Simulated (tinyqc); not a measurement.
# MOSFET in saturation, small-signal circuit and noise: effects of single changes

Bias by the inversion coefficient IC = I/Ispec (charge-based model with velocity saturation; weak inversion below 0.1, strong above 10). Common-source circuit: gm, gds, Cgs, Cgd and Cj at the inner nodes, Rg in series with the gate; quasi-static, no source or drain resistance, no gate-body capacitance, no substrate network, no induced gate noise, so fmax is an upper estimate.

Parameters, values chosen for the exercise:

| symbol | value | unit | meaning |
|---|---|---|---|
| T | 300 | K | temperature |
| L | 40 | nm | gate length |
| W | 20 | um | total gate width |
| Cox | 1.11 | uF/cm^2 | gate capacitance |
| mu | 200 | cm^2/(V s) | mobility |
| n | 1.2 |  | slope factor |
| Ls | 10 | nm | velocity-saturation length |
| sg | 0.14 |  | ratio gds/gm |
| Cov | 0.38 | fF/um | overlap and fringe capacitance per side |
| Cj | 0.63 | fF/um | drain junction capacitance |
| Rsh | 8 | ohm | sheet resistance of the gate |
| Wf | 4 | um | finger width |
| Rc | 100 | ohm um | gate contact and vertical resistance |
| IC | 15 |  | inversion coefficient |
| gw | 0.03 |  | short-channel excess of the noise factor |
| Nt | 1e17 | cm^-3 eV^-1 | oxide trap density |
| lt | 0.1 | nm | tunnelling length into the oxide |
| ac | 3000 | V s/C | Coulomb scattering coefficient |

Constants: q = 1.602176634e-19 C, kB = 1.380649e-23 J/K, Vt = kB T/q. Results are converted to the units shown.

Each table varies one quantity; the others keep the values above.

## Effect of the overlap and fringe capacitance per side on speed and noise

Ispec = 2 n mu Cox (W/L) Vt^2, lc = Ls/L, gms = [sqrt((lc IC + 1)^2 + 4 IC) - 1]/[2 + lc (lc IC + 1)], gm = gms Ispec/(n Vt), gds = sg gm. qs = [sqrt(1 + 4 IC) - 1]/2, Cgs = Cox W L qs (2 qs + 3)/(3 (qs + 1)^2) + Cov W, Cgd = Cov W, Cd = Cj W, Rg = Rsh (Wf/L)/(12 Nf) + Rc/W with Nf = W/Wf fingers (not rounded) contacted at both ends. fT = gm/(2 pi (Cgs + Cgd)), fmax = fT/(2 sqrt(Rg (gds + 2 pi fT Cgd))). Channel noise Sid = 4 kB T gam n gm with gam = (1/2 + (2/3) qs)/(1 + qs) + gw lc IC, qs = [sqrt(1 + 4 IC) - 1]/2, lc = Ls/L (the last term an empirical rise with velocity saturation); at the gate, white noise Sw = Sid/gm^2 + 4 kB T Rg. Number fluctuation with correlated mobility: S(f) = K/f, K = q^2 Vt lt Nt/(W L Cox^2) (1 + ac mu Cox I/gm)^2, Vt in eV with Nt per eV. Corner fc = K/Sw. IC is held fixed.

The same in every row: I (uA) = 2671; Rg (ohm) = 18.33; sqrt(Sw) (nV/Hz^0.5) = 1.147; fc (MHz) = 64.42.

Effect of the overlap and fringe capacitance per side on speed and noise:
```
Cov (fF/um)	fT (GHz)	fmax (GHz)
0.05	326.6	596.3
0.15	208.8	315.5
0.25	153.5	216.4
0.35	121.4	165.0
0.45	100.3	133.4
0.55	85.52	112.0
0.65	74.52	96.54
```

Read the table: what changes, and by how much?

As Cov goes from 0.05 to 0.65 fF/um, fT falls from 327 to 74.5 GHz, fmax falls from 596 to 96.5 GHz, the white noise stays at 1.15 nV/Hz^0.5 and the corner stays at 64.4 MHz.

## Gains against frequency

Inner admittances at w = 2 pi f: y11 = i w (Cgs + Cgd), y12 = -i w Cgd, y21 = gm - i w Cgd, y22 = gds + i w (Cgd + Cd). Invert to Z, add Rg to Z11 and invert back to Y. |h21| = |Y21/Y11|; U = |Y21 - Y12|^2/(4 [Re Y11 Re Y22 - Re Y12 Re Y21]). MSG = |Y21/Y12|; stability factor k = [2 Re Y11 Re Y22 - Re(Y12 Y21)]/|Y12 Y21|.

The same in every row: f sqrt(U) (GHz) = 154.1.

Results:
```
f (GHz)	|h21| (dB)	U (dB)	MSG (dB)	k
1.1	40.32	42.93	24.43	0.01067
2.1	34.71	37.31	21.62	0.02038
4	29.11	31.71	18.82	0.03881
7.5	23.65	26.25	16.09	0.07276
14	18.24	20.83	13.38	0.1357
49	7.458	9.949	7.995	0.4695
91	2.341	4.572	5.436	0.8461
```

Estimate the missing row, f = 26 GHz.

Computed row:
```
f (GHz)	|h21| (dB)	U (dB)	MSG (dB)	k
26	12.88	15.45	10.71	0.2514
```

With this row back in the table: Over the table |h21| falls by 19.8 dB a decade, U by 20.0 and MSG by 9.90. The product f sqrt(U) stays at 154 GHz, against fmax = 154 GHz from the formula. k stays below one in all rows, so the device is only conditionally stable.

Computed by the program tinyqc: `OMP_NUM_THREADS=1 python tinyqc.py 2150129 2150130 out.jsonl`, one thread of a shared Intel Xeon 2.30GHz, about 0.01 s for the whole run.
